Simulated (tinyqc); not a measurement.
Transverse acoustic branch against its sound line: Keating valence-force model of a tetrahedral crystal. Computed by tinyqc, a small Python program. Command: `OMP_NUM_THREADS=1 python tinyqc.py 3001611 3001612 out.jsonl keating walk`. One thread of a shared host (Intel(R) Xeon(R) Processor @ 2.30GHz), about 0.04 s of CPU time with the checks.

Atom A sits at 0 and atom B at a/4 (1,1,1) of an fcc lattice; the four bonds from A are t = a/4 (1,1,1), a/4 (1,-1,-1), a/4 (-1,1,-1), a/4 (-1,-1,1), of length d = sqrt(3) a/4. Energy: E = (3 alpha/(8 d^2)) sum over bonds (r.r - d^2)^2 + (3 beta/(8 d^2)) sum over pairs of bonds at one atom (r_i.r_j + d^2/3)^2, with beta_A for the six pairs at A and beta_B for the six at B. The cell holds two atoms, Omega = a^3/4. 1 N/m = 1 J/m^2. With constants fitted to the elastic moduli this model puts optical and zone-boundary frequencies of real crystals too high, by up to about 20 % in elemental crystals and up to about 50 % in compounds, and mostly by more for TA modes; in compounds the lattice part of the static dielectric constant then comes out too low.

Inputs (values chosen for the exercise, modelled on aluminium arsenide): lattice constant a = 5.661 angstrom; mass M_A = 26.98 u; mass M_B = 74.92 u; bond stretching alpha = 43.4 N/m; bond bending beta_A = 9.93 N/m; bond bending beta_B = 9.93 N/m.

Structure: zinc blende.

Constants: nu for 1 eV/(angstrom^2 u) = 15.6333042 THz; 1 eV/angstrom^2 = 16.02176634 J/m^2; u = 1.6605390666e-27 kg.

Method:
- beta = (beta_A + beta_B)/2; C11 = (alpha + 3 beta)/a, C12 = (alpha - beta)/a, C44 = 4 alpha beta/(a (alpha + beta)); with the two sublattices clamped C44(0) = (alpha + beta)/a; internal-strain parameter zeta = (alpha - beta)/(alpha + beta); B = (C11 + 2 C12)/3.
- With displacements u exp(i q.r), each bracket changes by g.u, where g = (g_A, g_B): bond t, g = (-2 t, 2 t exp(i q.t)); pair (i, j) at A, g = (-(t_i + t_j), t_i exp(i q.t_j) + t_j exp(i q.t_i)); pair at B, g = (-t_i exp(-i q.t_j) - t_j exp(-i q.t_i), t_i + t_j). Then D_mn = sum over the 4 bonds and 12 pairs of (4 k/a^2) conj(g_m) g_n / sqrt(M_m M_n), with k = alpha or beta converted to eV/angstrom^2. Only the short-range forces enter; the Coulomb field of the charges is left out.
- An eigenvalue lambda of D in eV/(angstrom^2 u) gives nu = 15.6333042 THz x sqrt(lambda).
- The sound line is nu = v q/(2 pi) with v = sqrt(C44/rho), rho = (M_A + M_B)/Omega; the clamped line uses C44(0).

C44 = 57.0998 GPa

clamped C44(0) = 94.2060 GPa

Frequencies (THz) along G-X; columns: (1) q (2 pi/a); (2) lowest branch; (3) sound line, relaxed C44; (4) sound line, clamped C44(0); (5) third-lowest frequency; (6) highest frequency:
```
(1)      (2)     (3)     (4)     (5)     (6)
0.05  0.3453  0.3455  0.4438  0.5196  12.805
0.15  1.0304  1.0366  1.3315  1.5500  12.779
0.30  2.0227  2.0732  2.6630  3.0407  12.692
0.45  2.9354  3.1098  3.9944  4.4116  12.548
0.60  3.7196  4.1464  5.3259  5.5966  12.358
0.75  4.3173  5.1830  6.6574  6.5157  12.152
0.90  4.6660  6.2196  7.9889  7.0667  11.996
1.00  4.7349  6.9107  8.8765  7.1778  11.961
```

What does the comparison show, and why?

At small q the branch follows the relaxed line (0.999 of it, against 0.778 of the clamped one): in a long shear wave the sublattices shift against each other. At X it reaches 69 % of the relaxed line. Real tetrahedral semiconductors have flatter TA branches than a Keating model fitted to their elastic constants, which needs longer-ranged terms to mend.

Extremes, crossings and ranges named in words are read from the listed rows.
